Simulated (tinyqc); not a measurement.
From results back to parameters: interface roughness in a thin film (subband fluctuation and scattering). Two cases, with inputs chosen for the exercise.

Problem. The screened mobility was computed from a hidden rms height D.

Gaussian roughness spectrum S(q) = pi D^2 Lc^2 exp(-q^2 Lc^2/4). Degenerate gas, taken to fill one subband (the second starts to fill once c kF^2/md exceeds E2 - E1, which is not tested here): kF = sqrt(2 pi Ns/gv), q = 2 kF sin(theta/2), 1/tau = (md/(2 pi c hbar)) G^2 times the integral from 0 to pi of S(q)(1 - cos theta)/eps(q)^2 dtheta, eps(q) = 1 + qs/q with screening (qs = gv md q0/(c eps), q0 = e^2/(4 pi eps0), form factors left out, which overstates the screening; other scattering is left out too, so these values lie far above measured mobilities in all but the thinnest films) or 1 without; mobility = tau c2/md with c2 = e/m0 = 1.75882e15 cm^2/(V s^2); 1e12/cm^2 = 1e-4/angstrom^2.

Constants: hbar^2/2m0 = 3.80998211 eV angstrom^2; hbar = 6.58211957e-16 eV s; e^2/(4 pi eps0) = 14.39964547 eV angstrom.

Case 1.

Values chosen (near those of a thin InGaAs channel; the results hold for these values, not for the real material):
- md = 0.046 m0 (mass in the plane)
- gv = 1 (valleys)
- Lc = 56 angstrom (correlation length)
- Ns = 0.49 x 1e12/cm^2 (sheet density)
- eps = 11.5 (mean dielectric constant at the channel)

G = |dE1/dt| = 2.1926 meV/angstrom
mobility = 41524.2 cm^2/(V s)

Case 2.

Values chosen (near those of a thin Ge channel on (111), one valley; the results hold for these values, not for the real material):
- md = 0.083 m0 (mass in the plane)
- gv = 1 (valleys)
- Lc = 22 angstrom (correlation length)
- Ns = 1.6 x 1e12/cm^2 (sheet density)
- eps = 12.5 (mean dielectric constant at the channel)

G = |dE1/dt| = 9.8321 meV/angstrom
mobility = 27760.9 cm^2/(V s)

Find: mobility for D = 1 angstrom; D.

Solution. The mobility goes as 1/D^2, so D is the square root of the ratio. One value fixes only D^2 times a function of Lc; a second density is needed to part the two.

Case 1.

mobility for D = 1 angstrom = 4.252e+05 cm^2/(V s)
D = 3.20 angstrom

Case 2.

mobility for D = 1 angstrom = 2.776e+04 cm^2/(V s)
D = 1.00 angstrom

Computed by tinyqc, one run a case: `OMP_NUM_THREADS=1 python tinyqc.py N N+1 out.jsonl` with N = 1250848, 1250883; one thread of a shared Intel(R) Xeon(R) Processor @ 2.30GHz, about 0.01 s a run at most.
